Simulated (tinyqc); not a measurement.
Worked calculation: interband optics of a two-band s-p chain from momentum matrix elements. Values are carried at full precision from step to step, so a last printed digit may differ when a step is redone from the rounded ones.

H(k) = [[Es - 2 ts cos ka, 2i V sin ka], [-2i V sin ka, Ep_ + 2 tp cos ka]] in the basis s, p; the lower band is full, with two electrons a cell. The velocity operator times hbar is W = dH/dk (eV angstrom); intra-atomic dipoles are left out.

Constants: hbar^2/2m0 = 3.80998211 eV angstrom^2; e^2/(4 pi eps0) = 14.39964547 eV angstrom.

Values chosen for the exercise: a = 4.48 angstrom (period); Es = 3.93 eV (upper orbital (s)); Ep_ = -1.98 eV (lower orbital (p)); ts = 0.6 eV (s-s hopping); tp = 0.53 eV (p-p hopping); V = 0.81 eV (s-p hopping); k = 0.18 2 pi/a (wave vector); N = 8 (k points); Ar = 7 angstrom^2 (cross-section per chain); eta = 0.3 eV (Lorentzian half width); E = 7.6 eV (photon energy).

## Hamiltonian and velocity at one k

Form H and W = dH/dk.

H (eV):
```
          s        p
s    3.4191  1.4658i
p  -1.4658i  -1.5287
```

W (eV angstrom):
```
          s        p
s    4.8644  3.0901i
p  -3.0901i  -4.2968
```

## Matrix element between the bands

Diagonalise H, transform W, and form w = |W_cv|^2, the Kane-type energy w/c and the oscillator strength f = w/(c D), c = hbar^2/2m0, D = Ec - Ev.

Ev, Ec (eV): -1.9303  3.8207

weights:
```
        v       c
s  0.0698  0.9302
p  0.9302  0.0698
```

slopes dEv/dk, dEc/dk (eV angstrom): -5.232  5.800

w = 0.105 eV^2 angstrom^2
w/c = 0.027 eV
f = 0.005

## Transitions on the mesh

At each k_j = (j + 1/2)/N (2 pi/a) up to the zone edge give D = Ec - Ev, w = |<c|W|v>|^2 and f = w/(c D), c = hbar^2/2m0; the other half of the zone repeats the values.

Transitions:
```
k (2 pi/a)  D (eV)  w (eV^2 angstrom^2)      f
0.0625      4.0181               33.410  2.182
0.1875      5.8663                0.000  0.000
0.3125      7.4067               19.631  0.696
0.4375      8.0935               47.925  1.554
```

D runs from 4.018 to 8.094 eV on the mesh; f is largest at k = 0.0625.

## Dielectric function from the table

With w(k) = |<c|W|v>|^2 and D(k) = Ec - Ev, on the mesh k_j = (j + 1/2)/N (2 pi/a): eps(E) = 1 + (8 pi e2/(a Ar)) mean_j (w/D^2) [1/(D - E - i eta) + 1/(D + E + i eta)], e2 = e^2/(4 pi eps0); light polarised along the chains, no local fields.

Take the mean over the rows. Also eps(0) at eta = 0, and the effective electrons per cell n_eff = 2 mean(f).

eps(E) = 1.618+4.452i
eps(0) = 4.772
n_eff = 2.216

On a mesh of 2000 points the values are 2.864+4.532i, 5.055 and 2.256. n_eff need not equal the 2 electrons of the cell: a two-orbital basis with chosen hoppings does not obey the sum rule of free electrons. E lies within, or within 2 eta of, the range of transitions of the band (3.65 to 8.17 eV); their spacing on this mesh (up to 1.85 eV) exceeds eta, so eps(E) depends on where the few mesh points fall.

## Checks

- Curvature of the lower band against <v|d2H/dk2|v> - 2 w/D (eV angstrom^2): both 7.251.
- Zone mean of 2 w/D against the zone mean of <v|d2H/dk2|v>, the f-sum rule of a full band (eV angstrom^2): both 8.5960.

Computed by tinyqc, a small Python program: `OMP_NUM_THREADS=1 python tinyqc.py 1681949 1681950 out.jsonl` (the numbers bound the seed that draws the inputs); one thread of a shared host (Intel(R) Xeon(R) Processor @ 2.30GHz), about 0.01 s for the whole set of steps.
